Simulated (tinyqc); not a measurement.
# Joule-heated wire on a substrate, fin equation: effects of single changes

A wire of length L loses heat along itself to two contacts and sideways to the substrate: kap A theta'' - g theta + p = 0 with theta = T - T0 and p = p0. The ends are held at T0. Constant conductivity, diffusive heat flow.

Inputs (values chosen for the exercise):
- kap = 260 W/(m K) (conductivity along the wire)
- A = 660 nm^2 (cross-section)
- g = 0.52 W/(m K) (conductance per length to the substrate)
- L = 1900 nm (length between the contacts)
- Rc = 0 K/uW (thermal resistance of each contact)
- p0 = 0.074 uW/nm (heating per length)

Each table varies one quantity; the others keep the values above.

## Effect of the cross-section

The equation is solved on 800 equal steps and the peak is the largest node value. LH = sqrt(kap A/g); the share is the integral of g theta over that of p.

Result of one run:
```
A (nm^2)  LH (nm)   L/LH  peak theta (K)  peak/(p0/g)  share to the substrate (%)
1300        806.2  2.357           62.29       0.4377                       29.82
```

What becomes of these results when the cross-section A is changed from 1300 to 160 nm^2, all else the same?

Result of the changed run:
```
A (nm^2)  LH (nm)   L/LH  peak theta (K)  peak/(p0/g)  share to the substrate (%)
160         282.8  6.718           132.4       0.9305                       70.30
```

The whole series:
```
A (nm^2)  LH (nm)   L/LH  peak theta (K)  peak/(p0/g)  share to the substrate (%)
82          202.5  9.383           139.7       0.9817                       78.69
160         282.8  6.718           132.4       0.9305                       70.30
330         406.2  4.677           115.1       0.8089                       58.03
660         574.5  3.307           89.77       0.6308                       43.80
1300        806.2  2.357           62.29       0.4377                       29.82
2600         1140  1.666           38.26       0.2688                       18.12
5300         1628  1.167           21.21       0.1491                       9.993
```

As A goes from 82 to 5300 nm^2, the peak theta falls from 140 to 21.2 K and the share of heat to the substrate falls from 78.7 to 9.99 %; L/LH goes from 9.4 to 1.2. Where L/LH is smallest the peak reaches 0.15 of p0/g, where it is largest 0.98: contacts cool the wire only within a few healing lengths.

## Effect of the length between the contacts

Same model as above.

The same in every row: LH (nm) = 574.5.

Results:
```
L (nm)    L/LH  peak theta (K)  peak/(p0/g)  share to the substrate (%)
290     0.5048           4.416      0.03103                       2.071
460     0.8008           10.69      0.07513                       5.022
740      1.288           25.15       0.1767                       11.86
1200     2.089           53.19       0.3738                       25.35
1900     3.307           89.77       0.6308                       43.80
5000     8.704           138.6       0.9742                       77.03
8000     13.93           142.0       0.9981                       85.64
```

Estimate the missing row, L = 3100 nm.

Computed row:
```
L (nm)   L/LH  peak theta (K)  peak/(p0/g)  share to the substrate (%)
3100    5.396           123.2       0.8660                       63.27
```

With this row back in the table: As L goes from 290 to 8000 nm, the peak theta rises from 4.42 to 142 K and the share of heat to the substrate rises from 2.07 to 85.6 %; L/LH goes from 0.50 to 14. Where L/LH is smallest the peak reaches 0.031 of p0/g, where it is largest 1.0: contacts cool the wire only within a few healing lengths.

## Effect of the conductivity along the wire

Same model as above.

Results:
```
kap (W/(m K))  LH (nm)   L/LH  peak theta (K)  peak/(p0/g)  share to the substrate (%)
26               181.7  10.46           140.8       0.9893                       80.88
56               266.6  7.127           134.2       0.9434                       71.98
260              574.5  3.307           89.77       0.6308                       43.80
560              843.1  2.254           58.84       0.4135                       28.12
1200              1234  1.540           33.78       0.2373                       15.98
2600              1817  1.046           17.46       0.1227                       8.218
```

Estimate the missing row, kap = 120 W/(m K).

Computed row:
```
kap (W/(m K))  LH (nm)   L/LH  peak theta (K)  peak/(p0/g)  share to the substrate (%)
120              390.3  4.868           117.5       0.8260                       59.55
```

With this row back in the table: As kap goes from 26 to 2600 W/(m K), the peak theta falls from 141 to 17.5 K and the share of heat to the substrate falls from 80.9 to 8.22 %; L/LH goes from 10 to 1.0. Where L/LH is smallest the peak reaches 0.12 of p0/g, where it is largest 0.99: contacts cool the wire only within a few healing lengths.

Numbers from tinyqc (`OMP_NUM_THREADS=1 python tinyqc.py 2520152 2520153 out.jsonl`; about 0.01 s on one thread of a shared Intel Xeon 2.30GHz).
